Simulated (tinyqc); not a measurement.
# Delta-doped HEMT, charge control, step by step

tinyqc, about 0.01 s, one thread, Intel Xeon 2.30GHz (shared host): `OMP_NUM_THREADS=1 python tinyqc.py 2180023 2180024 out.jsonl` Printed values are rounded.

A two-dimensional electron gas of density ns under a barrier. EF and the subbands are counted from the conduction-band edge of the channel at the interface. Two subbands of a triangular well with an infinite wall, parabolic band, no carriers in the barrier.

Values chosen for this exercise; material values close to those of AlGaAs on GaAs:

| symbol | value | unit | meaning |
|---|---|---|---|
| T | 300 | K | temperature |
| d | 44 | nm | barrier thickness from gate to channel |
| ds | 4.1 | nm | undoped spacer next to the channel |
| me | 0.0682 | m0 | electron mass in the channel |
| ec | 13.1 |  | relative permittivity of the channel |
| ebr | 12.3 |  | relative permittivity of the barrier |
| phiB | 1.01 | eV | barrier height of the gate |
| dEc | 0.233 | eV | conduction-band offset |
| ND | 4.4e12 | cm^-2 | sheet density of the donor plane at ds from the channel |
| eta | 0.75 |  | share of ns that counts in the confining field |
| Nb | 3.4e10 | cm^-2 | depletion charge of the buffer |
| Vg | -1.4 | V | gate voltage |

Constants: q = 1.602176634e-19 C, kB = 1.380649e-23 J/K, hbar = 1.054571817e-34 J s, m0 = 9.1093837015e-31 kg, Vt = kB T/q, eps0 = 8.8541878128e-14 F/cm where lengths are in cm, hbar^2/(2 m0) = 0.0380998212 eV nm^2. Results are converted to the units shown.

## Barrier and off voltage

Fully depleted barrier with eb = ebr: Vp = q ND (d - ds)/(eps0 eb); donors per area ND; Voff = phiB - dEc - Vp.

Vp = 2.58275 V
donors per area = 4.4e12 cm^-2
eb = 12.3
Voff = -1.80575 V

## Starting value

ns = 1.3e11 cm^-2.

ns at the start = 1.3e11 cm^-2

## Iteration 1: new ns

F = q (eta ns + Nb)/(eps0 ec) in eV/nm; E_k = a_k (C F^2/me)^(1/3), a_0 = 2.338107, a_1 = 4.087949, C = hbar^2/(2 m0); D = me m0 q/(pi hbar^2); ns = D Vt [ln(1 + exp((EF - E_0)/Vt)) + ln(1 + exp((EF - E_1)/Vt))], which gives EF = E_0 + Vt ln{2 s/[(1 + u) + sqrt((1 + u)^2 + 4 u s)]} with s = exp(ns/(D Vt)) - 1, u = exp((E_0 - E_1)/Vt). Substitution: ns(new) = eps0 eb (Vg - Voff - EF)/(q d) - Nb.

E_0 = 0.0286674 eV
E_1 = 0.0501221 eV
EF = -0.0242072 eV
ns after iteration 1 = 6.30224e11 cm^-2

## Iteration 2: new ns

As before.

E_0 = 0.0704563 eV
E_1 = 0.123186 eV
EF = 0.0721180 eV
ns after iteration 2 = 4.81414e11 cm^-2

## Course of the iteration

Stop when the step is below 1e-10 of the value, or after 30 iterations.

Course of the iteration:
```
iteration  ns before the step (cm^-2)  step (cm^-2)
1                              1.3e11       5.00e11
2                          6.30224e11      -1.49e11
3                          4.81414e11       3.30e10
4                          5.14421e11       -7.73e9
5                          5.06692e11        1.79e9
6                          5.08478e11       -4.14e8
7                          5.08064e11        9.59e7
8                          5.08160e11       -2.22e7
9                          5.08138e11        5.14e6
10                         5.08143e11       -1.19e6
11                         5.08142e11        2.76e5
12                         5.08142e11       -6.39e4
13                         5.08142e11        1.48e4
14                         5.08142e11         -3430
15                         5.08142e11           795
16                         5.08142e11          -184
17                         5.08142e11          42.6
```

Converged in 17 iterations. At the solution the slope of the map is -(eps0 eb/(q d)) dEF/dns = -0.23: the steps alternate in sign and shrink by about that factor.

## Fermi level, second subband and capacitance

converged ns = 5.08142e11 cm^-2

F = q (eta ns + Nb)/(eps0 ec) in eV/nm; E_k = a_k (C F^2/me)^(1/3), a_0 = 2.338107, a_1 = 4.087949, C = hbar^2/(2 m0); D = me m0 q/(pi hbar^2); ns = D Vt [ln(1 + exp((EF - E_0)/Vt)) + ln(1 + exp((EF - E_1)/Vt))], which gives EF = E_0 + Vt ln{2 s/[(1 + u) + sqrt((1 + u)^2 + 4 u s)]} with s = exp(ns/(D Vt)) - 1, u = exp((E_0 - E_1)/Vt). Gate capacitance C = q dns/dVg = eps0 eb/(d + dd), dd = (eps0 eb/q) dEF/dns. dEF/dns by central differences over +/- 0.01 % of ns.

EF = 0.0548169 eV
share of the second subband = 17.5236 %
dd = 10.1921 nm
C = 0.200964 uF/cm^2

The rise of EF with ns acts as 10.2 nm of extra barrier, 23.2 % of d. EF is 0.24 of the band offset dEc.
